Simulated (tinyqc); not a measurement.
Inside a calculation. Method: exchange-only LDA atom on a uniform radial grid, spin-unpolarised, for Mg(2+). Computed by tinyqc, a small Python program that keeps every step. Settings: Z = 12, points = 128, R = 4.2, functional = Slater exchange alone, mixing = 1.0, iteration cap = 65. Command: `OMP_NUM_THREADS=1 python tinyqc.py 20048 20049 out.jsonl` (the two numbers bound the seeds that draw the settings). One thread of a shared host (Intel(R) Xeon(R) Processor @ 2.60GHz), about 0.5 s of CPU time with the checks.

Spherical atom on a uniform radial grid r_j = j h with h = R/(N + 1), h sum u^2 = 1 and integrals as h times sums, u(0) = u(R) = 0 (atomic units):
```
parameter           value
Z                      12
points N              128
R                4.200000
h                0.032558
mixing           1.000000
electrons in 1s         2
electrons in 2s         2
electrons in 2p         6
```

Three-point differences turn -u''/2 + [l(l+1)/2r^2 - Z/r + V] u = e u into a tridiagonal matrix (diagonal 1/h^2 + potential, off-diagonal -1/2h^2). D = sum f u^2; the Hartree potential y/r solves y'' = -D/r with y(0) = 0, y(R) = N_e; v_xc comes from rho = D/(4 pi r^2); E = sum f e - int D V + int D (V_H/2 + eps_xc); V(new) = V + mixing (V_H + v_xc - V).

Stop when input and output potentials agree to 1e-7.

Course of the cycle (hartree):
```
iteration              E       e(1s)       e(2s)       e(2p)  largest |V(out) - V(in)|
1          -175.78888584  -69.444012  -17.831475  -18.058588                  3.83e+01
2          -182.42473239  -37.065463   -1.869285   -0.825802                  1.52e+01
3          -188.84288108  -50.214398   -6.322826   -5.619071                  1.04e+01
4          -189.87219139  -40.909937   -2.496955   -1.360034                  7.05e+00
5          -191.17041093  -47.176761   -4.705027   -3.803654                  5.47e+00
6          -191.54240143  -42.273345   -2.845607   -1.716737                  4.08e+00
7          -191.92260997  -45.911571   -4.131038   -3.150805                  3.22e+00
8          -192.07112567  -43.029897   -3.069094   -1.957156                  2.47e+00
9          -192.19829419  -45.234978   -3.851021   -2.832351                  1.95e+00
10         -192.25781802  -43.487296   -3.215070   -2.117481                  1.52e+00
11         -192.30303708  -44.842271   -3.697181   -2.657916                  1.20e+00
...                  ...         ...         ...         ...                       ...
55         -192.36826619  -44.233741   -3.471369   -2.403234                  3.05e-05
56         -192.36826619  -44.233714   -3.471359   -2.403223                  2.40e-05
57         -192.36826619  -44.233735   -3.471367   -2.403232                  1.89e-05
58         -192.36826619  -44.233718   -3.471361   -2.403225                  1.48e-05
59         -192.36826619  -44.233732   -3.471366   -2.403230                  1.17e-05
60         -192.36826619  -44.233721   -3.471362   -2.403226                  9.17e-06
61         -192.36826619  -44.233729   -3.471365   -2.403230                  7.21e-06
62         -192.36826619  -44.233723   -3.471363   -2.403227                  5.67e-06
63         -192.36826619  -44.233728   -3.471364   -2.403229                  4.46e-06
64         -192.36826619  -44.233724   -3.471363   -2.403227                  3.51e-06
65         -192.36826619  -44.233727   -3.471364   -2.403229                  2.76e-06
```

Can the last value be used, and what does the course show?

Not by the stop rule, although the second column moves by less than 1e-07 over the last three steps; and the uniform grid itself carries an error of order h^2 at the cusp, far above the threshold. Not converged within 65 iterations: the residual falls steadily but slowly, by a factor of about 0.79 a step. Reruns (cap 100 unless said): mixing 0.3: converged in 52; mixing 0.6: converged in 21; the original settings with a cap of 400: converged in 79. Even converged, this uniform grid resolves the cusp poorly and misses the energy of the atom.
